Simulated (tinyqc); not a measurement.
What each parameter does: Landau levels of massive Dirac electrons in two valleys.

H = hv (tau kx sx + ky sy) + (D/2) sz. Conduction levels E_N = sqrt(D^2/4 + 2N hv^2/l^2) - D/2 from the band edge; N = 1, 2, ... occur in both valleys, N = 0 in one valley only (its partner in the other valley lies at the valence edge). Each state is twofold in spin; spin splittings are left out, although in real dichalcogenides the spin-orbit splitting exceeds the level spacing and changes the filling sequence.

In a field B along z: l = 1/sqrt((e/hbar) B) is the magnetic length, n_B = B/(h/e) the number of states per area in one level, hbar wc = 2 muB B/m for mass m in m0; 1/angstrom^2 = 1e16/cm^2.

Level 0 takes 2 n_B electrons and each higher level 4 n_B. At zero temperature and without broadening EF sits in the partly filled level.

Constants: e/hbar = 1.519267448e-05 1/(T angstrom^2); h/e = 413566.7697 T angstrom^2; muB = 5.788381798e-05 eV/T.

Inputs chosen for the exercise (near those of a MoS2 monolayer; the results hold for these values, not for the real material):
- hv = 3.44 eV angstrom (hbar v)
- D = 1.71 eV (gap)
- B = 4.8 T (magnetic field)
- n = 9.1 x 1e11/cm^2 (electron sheet density)

The second and third levels from below, nu = n/n_B, and EF.

Results for these values:
```
case,second level (meV),third level (meV),nu,EF (meV)
base,1.01,2.02,7.84,2.02
```

What happens to each result for hv = 4.13 eV angstrom, all else kept?

Answer: second level rises from 1.01 to 1.45; third level rises from 2.02 to 2.90; nu does not change at the printed digits; EF rises from 2.02 to 2.90.

The same for each parameter in turn:
```
case,second level (meV),third level (meV),nu,EF (meV)
base,1.01,2.02,7.84,2.02
B = 5.76 T,1.21,2.42,6.53,2.42
hv = 4.13 eV angstrom,1.45,2.90,7.84,2.90
D = 2.05 eV,0.84,1.68,7.84,1.68
n = 7.73 x 1e11/cm^2,1.01,2.02,6.66,2.02
```

Computed by tinyqc, a small Python program: `OMP_NUM_THREADS=1 python tinyqc.py 1281933 1281934 out.jsonl` (the numbers bound the seed that draws the inputs); one thread of a shared host (Intel(R) Xeon(R) Processor @ 2.30GHz), about 0.01 s for the whole set of steps.
